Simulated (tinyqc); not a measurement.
Mobility of a non-polar semiconductor in the relaxation-time approximation: one step, computed by the program tinyqc. Command: `OMP_NUM_THREADS=1 python tinyqc.py 3000651 3000652 out.jsonl rta walk`. One thread of a shared host (Intel(R) Xeon(R) Processor @ 2.30GHz), about 0.01 s of CPU time with the checks.

Each valley is treated as a sphere of mass m_d for states and rates, with one isotropic relaxation time; the conductivity mass m_c sets the current.

Question. Masses. m_d = (m_l m_t^2)^(1/3); 1/m_c = (1/m_l + 2/m_t)/3; Hall mass factor A = 3 K_m (K_m + 2)/(2 K_m + 1)^2, K_m = m_l/m_t; N_I = n (1 + C)/(1 - C).

Inputs (values chosen for the exercise, modelled on electrons in diamond):
```
quantity                 value    unit
longitudinal mass m_l     1.52     m_0
transverse mass m_t      0.284     m_0
carrier density n      4.6e+18  1/cm^3
compensation ratio C         0       -
```

Band: Kane. Impurity formula: Brooks-Herring. Further scattering: alloy.

Give: density-of-states mass m_d; conductivity mass m_c; Hall mass factor A; ionised impurity density N_I.

Answer.

density-of-states mass m_d = 0.4968 m_0

conductivity mass m_c = 0.3896 m_0

Hall mass factor A = 0.8617

ionised impurity density N_I = 4.60e+18 1/cm^3
